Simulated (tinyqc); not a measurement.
CIS on RHF in the 3-21g basis, for H2, spin multiplicity 1, step by step. One step of it, computed by the program tinyqc.

Problem. CIS triplet states. Diagonalise A (1 hartree = 27.211386 eV); each vector has its largest component positive (the first on a tie).

CIS matrix A, triplet (hartree), lower triangle:
```
          1>2       1>3       1>4
1>2  0.406922
1>3  0.000000  0.948890
1>4  0.143607  0.000000  1.461019
```

Give: triplet excitation energies; lowest vectors.

Solution.

triplet excitation energies (eV): 10.550  25.821  40.279

lowest vectors:
```
     state 1  state 2  state 3
1>2    0.991    0.000    0.133
1>3    0.000    1.000    0.000
1>4   -0.133    0.000    0.991
```
